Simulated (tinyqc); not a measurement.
Optical transitions of a finite quantum well: sweeps and comparisons. A value that a table varies takes the place of the one given here.

Each carrier sees a square well of width L with its own depth V and masses m (inside), mb (outside); c = hbar^2/2m0, k = sqrt(m E/c), kappa = sqrt(mb (V - E)/c), and level n solves k L + 2 atan[(k/m)/(kappa/mb)] = n pi. The envelope is cos(kz) for odd n and sin(kz) for even n inside, joins exp(-kappa (|z| - L/2)) outside, and is normalised to 1. Excitons and band mixing are left out.

Constants: hbar^2/2m0 = 3.80998211 eV angstrom^2; e^2/(4 pi eps0) = 14.39964547 eV angstrom; hc = 1239.841984 eV nm.

Values chosen for the exercise (near those of an InGaAs well in InP; not measured data):
```
symbol  value                                      unit         meaning
L       89                                         angstrom     well width
Vc      0.248                                      eV           conduction offset
me      0.042                                      m0           electron, well
meb     0.0824                                     m0           electron, barrier
eps     11.8                                                    background dielectric constant
Nss     (0.056, 0.14, 0.28, 0.56, 0.84, 1.1, 1.7)  x 1e12/cm^2  sheet densities
Eg      0.819                                      eV           gap of the well
Vv      0.343                                      eV           valence offset
mh      0.365                                      m0           heavy hole along z, well
mhb     0.544                                      m0           heavy hole, barrier
ml      0.0512                                     m0           light hole along z, well
mlb     0.1142                                     m0           light hole, barrier
Ls      (32, 54, 64, 82, 100, 140, 187)            angstrom     widths
```

## Depolarisation shift

The collective line lies at E12 sqrt(1 + a), a = 8 pi q (n1 - n2) S/(eps E12), q = e^2/(4 pi eps0), S = integral over z of (integral up to z of psi_1 psi_2)^2. Zero temperature with the mass me in both subbands: n1 - n2 = Ns until Ns reaches D E12, D = me/(2 pi c), and D E12 beyond. 1e12/cm^2 = 1e-4/angstrom^2; exchange and the static band bending by the charge are left out.

Line position:
```
Ns (1e12/cm^2)  n1 - n2       a  line (meV)  shift (meV)
0.056             0.056  0.0096      136.06         0.65
0.14              0.140  0.0239      137.02         1.61
0.28              0.280  0.0478      138.62         3.20
0.56              0.560  0.0956      141.74         6.33
0.84              0.840  0.1434      144.80         9.39
1.1               1.100  0.1878      147.59        12.17
1.7               1.700  0.2903      153.82        18.41
```

S = 7.540 angstrom
E12 = 135.42 meV

The upward shift grows from 0.65 to 18.41 meV, 13.6 % of E12 at most. For small a the shift is a E12/2, linear in Ns; in the last row that rule gives 19.66 meV. S/L = 0.0847, against 5/(9 pi^2) = 0.0563 for hard walls.

## Width of the well

Edge wavelength hc/(Eg + e1 + hh1), squared e1-hh1 overlap, lh1 - hh1, and the 1-2 intersubband energy with f_12 = (m1/c) E12 z_12^2, 1/m1 = <1|1/m|1> (dash: e2 unbound).

Results:
```
L (angstrom)  edge (nm)  overlap^2  lh1 - hh1 (meV)  E12 (meV)   f_12
32               1243.1     0.7954             87.4          -      -
54               1345.2     0.8793             57.0          -      -
64               1373.4     0.8995             47.8      177.6  0.579
82               1409.0     0.9240             35.9      148.3  0.956
100              1432.5     0.9400             27.9      117.4  0.974
140              1463.0     0.9610             17.5       73.5  0.968
187              1481.1     0.9740             11.2       47.2  0.964
```

The edge tunes from 1243 to 1481 nm, towards hc/Eg = 1514 nm, while the overlap goes from 0.795 to 0.974. e2 binds at L = pi sqrt(c/(me Vc)) = 60.1 angstrom; f_12 starts from zero there and is 0.579 at 64 angstrom, the rest going to the continuum; among the widths listed it peaks at 0.974 (100 angstrom) and is 0.964 in the widest well, against 0.961 for hard walls.

## What each parameter does

Edge wavelength hc/(Eg + e1 + hh1), squared overlap of e1 and hh1, and the confinement energies. Each row changes one parameter from the base and keeps the others.

Results:
```
case             edge (nm)  overlap^2  e1 (meV)  hh1 (meV)
base                1419.2     0.9309      44.8        9.8
L = 80 angstrom     1405.7     0.9218      51.2       11.8
Eg = 0.835 eV       1393.7     0.9309      44.8        9.8
Vc = 0.211 eV       1423.4     0.9187      42.2        9.8
Vv = 0.274 eV       1419.7     0.9380      44.8        9.5
me = 0.0462 m0      1421.6     0.9381      43.3        9.8
mh = 0.31 m0        1417.2     0.9382      44.8       11.0
meb = 0.0989 m0     1423.1     0.9302      42.4        9.8
```

The largest shifts from the base row, up to three for each result and ties (the steps differ in size, so this ranks the rows, not the parameters). edge (nm): Eg -25.5, L -13.5, Vc +4.2. overlap^2: Vc -0.0123, L -0.0092, mh +0.0073; unchanged at the printed digits by Eg. e1 (meV): L +6.4, Vc -2.6, meb -2.4; unchanged at the printed digits by Eg, Vv and mh. hh1 (meV): L +2.0, mh +1.2, Vv -0.3; unchanged at the printed digits by Eg, Vc, me and meb.

tinyqc: `OMP_NUM_THREADS=1 python tinyqc.py 1281484 1281485 out.jsonl`; about 0.05 s, one thread, shared Intel(R) Xeon(R) Processor @ 2.30GHz.
